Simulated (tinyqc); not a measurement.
Electron density from the filling shift.

Question. At zero temperature the Burstein-Moss shift of one parabolic valley is (C/me + C/mh) kF^2 with kF = (3 pi^2 n)^(1/3), C = hbar^2/(2 m0). Find kF and n.

Parameters, values chosen for the exercise:
- me = 0.08 m0 (electron mass)
- mh = 0.603 m0 (hole mass)

Constants: q = 1.602176634e-19 C, hbar = 1.054571817e-34 J s, m0 = 9.1093837015e-31 kg, hbar^2/(2 m0) = 0.0380998212 eV nm^2. Results are converted to the units shown.

filling shift = 341.33668 meV

Answer. The shift gives kF^2, and n = kF^3/(3 pi^2).

kF = 0.7955 1/nm
n = 1.700e19 cm^-3

Computed by the program tinyqc: `OMP_NUM_THREADS=1 python tinyqc.py 2330063 2330064 out.jsonl`, one thread of a shared Intel Xeon 2.30GHz, about 0.01 s for the whole run.
